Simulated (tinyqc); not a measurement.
Comparisons within one model: shallow acceptor in the spherical four-band model. A value that a table varies takes the place of the one given here.

The ground state 1S3/2 has an L = 0 part f(r) and an L = 2 part g(r). In units of Ry* and a*, with Gaussians f_i = exp(-a_i r^2), g_i = r^2 exp(-a_i r^2), A = a_i + a_j and I(n) = Gamma((n + 1)/2)/(2 A^((n + 1)/2)): S_ff = I(2), S_gg = I(6), H_ff = (6 a_i a_j/A) I(2) - 2 I(1), H_gg = (14 a_i a_j/A) I(6) - 2 I(5), H_fg = -mu [15 I(2) - 20 a_j I(4) + 4 a_j^2 I(6)]; each function is then normalised. The split-off band is left out.

Converged values use 22 exponents 2.2^i, i = -7 to 14, for f and for g.

Units Ry* = Ry/(g1 eps^2) and a* = a0 eps g1; mu = (6 g3 + 4 g2)/(5 g1) is the spherical heavy-light coupling and delta = (g3 - g2)/g1 the cubic term, which is left out.

Constants: Ry = 13.60569312 eV; a0 (Bohr radius) = 0.5291772105 angstrom.

Inputs chosen for the exercise (near those of a shallow acceptor in Si, where the small spin-orbit splitting and strong warping make this model rough; not measured data):
```
symbol  value                                       unit      meaning
mus     (0.12, 0.27, 0.45, 0.62, 0.77, 0.81, 0.89)            couplings
rc      1.6                                         angstrom  radius of the central cell
Vs      (2, 0, -0.5, -1.5, -2.5, -3.5)              eV        central-cell strengths
g1      4.29                                                  Luttinger gamma1
g2      0.34                                                  gamma2
g3      1.46                                                  gamma3
eps     12                                                    dielectric constant
```

## Strength of the heavy-light coupling

Ry* = 22.0242 meV

Converged values in Ry* and a*; the heavy-mass hydrogen model gives 1/(1 - mu).

Results:
```
mu    binding (Ry*)  1/(1 - mu)  ratio  L = 2 weight  <r> (a*)  binding (meV)
0.12          1.013       1.136  0.892         0.006     1.484           22.3
0.27          1.071       1.370  0.782         0.031     1.416           23.6
0.45          1.228       1.818  0.675         0.088     1.260           27.0
0.62          1.558       2.632  0.592         0.172     1.022           34.3
0.77          2.296       4.348  0.528         0.274     0.720           50.6
0.81          2.695       5.263  0.512         0.307     0.621           59.4
0.89          4.370       9.091  0.481         0.378     0.395           96.2
```

The binding starts as 1 + O(mu^2), 1.013 at mu = 0.12, since the coupling enters in second order, and reaches 4.37 at mu = 0.89. The ratio to the heavy-mass model falls from 0.89 to 0.48, towards about 0.44 as mu goes to 1: the bound hole is only partly heavy. The L = 2 weight grows to 0.38 and the radius shrinks by a factor 3.8.

## Central-cell correction

mu = 0.47179
a* = 27.242 angstrom

A short-range term V exp(-r^2/rc^2) is added (negative: attracts the hole); its elements are V S (A/(A + 1/rc^2))^(3/2) for f and ^(7/2) for g, in the same units.

Results:
```
V (eV)  1S binding (meV)  2S binding (meV)  <r> (angstrom)  L = 2 weight
2.0                 26.6              7.42            35.0         0.096
0.0                 27.7              7.56            33.6         0.097
-0.5                28.0              7.60            33.2         0.098
-1.5                28.8              7.70            32.3         0.098
-2.5                29.8              7.82            31.3         0.099
-3.5                31.2              7.97            30.0         0.100
```

From V = 0 to -3.5 eV the 1S binding grows by 3.5 meV (13 %) and the 2S binding by 0.42 meV, so the chemical shift sits mainly in the ground state. A repulsion of 2 eV removes 1.1 meV. The slope is 1.33 meV per eV over the last step against 0.53 on the repulsive side, since attraction pulls the state into the cell; over this range the level stays shallow.

## What each parameter does

Converged values. Each row changes one parameter from the base and keeps the others.

Results:
```
case          mu  Ry* (meV)  binding (meV)  <r> (angstrom)
base       0.472      22.02          27.67            33.6
g1 = 4.63  0.437      20.41          24.73            37.5
g2 = 0.29  0.462      22.02          27.39            33.9
g3 = 1.34  0.438      22.02          26.72            34.7
eps = 11   0.472      26.21          32.93            30.8
```

The largest shifts from the base row, up to three for each result and ties (the steps differ in size, so this ranks the rows, not the parameters). mu: g1 -0.035, g3 -0.034, g2 -0.009; unchanged at the printed digits by eps. Ry* (meV): eps +4.19, g1 -1.62; unchanged at the printed digits by g2 and g3. binding (meV): eps +5.26, g1 -2.95, g3 -0.96. <r> (angstrom): g1 +3.8, eps -2.8, g3 +1.0. g1 acts twice: it lowers Ry* and it lowers mu.

tinyqc: `OMP_NUM_THREADS=1 python tinyqc.py 1281626 1281627 out.jsonl`; about 0.03 s, one thread, shared Intel(R) Xeon(R) Processor @ 2.30GHz.
